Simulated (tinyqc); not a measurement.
Starting guesses with plain Roothaan steps: SCF starting guesses in the 6-31g basis, for H2, spin multiplicity 3. Computed by the program tinyqc with PySCF. UHF with one setting changed at a time; a run stops when the energy changes by less than 1e-09 hartree and the error matrix is below 1e-5. Starts: the lowest orbitals of the core Hamiltonian, of the Wolfsberg-Helmholz matrix (K = 1.75), projected atomic densities, random orbitals, and the highest orbitals of the core Hamiltonian (a deliberately bad start).

Geometry (angstrom):
```
atom       x       y       z
H     0.0000  0.0000  0.0000
H     0.0000  0.0000  0.7760
```

lowest solution found by these runs and by PySCF with stability checks = -0.775557 hartree

Largest element of the error matrix X^T (FDS - SDF) X:
```
iteration     core  Wolfsberg-Helmholz  atomic densities   random  highest core orbitals
1          8.8e-02             2.9e-01           2.2e-01  4.9e-01                7.0e-02
2          2.2e-02             9.7e-02           2.0e-02  2.1e-01                5.5e-02
3          5.7e-03             3.0e-02           5.1e-03  7.2e-02                1.4e-02
4          1.4e-03             9.1e-03           1.3e-03  2.7e-02                3.5e-03
5          3.6e-04             2.8e-03           3.3e-04  1.1e-02                1.0e-03
6          9.2e-05             8.6e-04           8.4e-05  4.5e-03                3.2e-04
8          5.8e-06             8.1e-05           6.9e-06  8.8e-04                3.0e-05
10               -             7.7e-06                 -  1.8e-04                2.8e-06
14               -                   -                 -  8.0e-06                      -
```

How each run ends:
```
run                    iterations  E (hartree)         state
core                            9     -0.77556  lowest found
Wolfsberg-Helmholz             11     -0.77556  lowest found
atomic densities                9     -0.77556  lowest found
random                         14     -0.77556  lowest found
highest core orbitals          10     -0.77556  lowest found
```

What does the comparison show, and why?

5 of 5 runs reach the lowest solution found, in 9 to 14 iterations (fastest: core, atomic densities). The first errors are 9e-02, 3e-01, 2e-01, 5e-01, 7e-02; the deliberately bad start has the smallest one, so a small first error does not mark a good start.
